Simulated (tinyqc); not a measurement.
Equilibrium crystal shape, supported particles, Gibbs-Thomson effect and coarsening: one step, computed by the program tinyqc.

A cubic crystal bounded by {100}, {110} and {111} facets only.

Problem. The particle on a substrate. Winterbottom: the particle sits on its largest facet family, {111}, with energy gamma_f; the substrate plane cuts the shape at the distance lambda (gamma_f - W_a) below the centre. Height over that of the free particle at the same lambda = (2 gamma_f - W_a)/(2 gamma_f). An isotropic particle with gamma_mean has cos(theta) = W_a/gamma_mean - 1 (Young-Dupre); a film dewets into particles whenever W_a < 2 gamma.

Inputs (values chosen for the exercise, for a model cubic crystal): work of adhesion W_a = 0.47 J/m^2.

gamma (J/m^2): (100) 1.13, (110) 1.18, (111) 0.94

gamma_mean = 0.9749534 J/m^2

Give: relative height; contact angle theta.

Solution.

relative height = 0.75

contact angle theta = 121.2 degrees

W_a is below gamma_f: more than half of the shape shows.
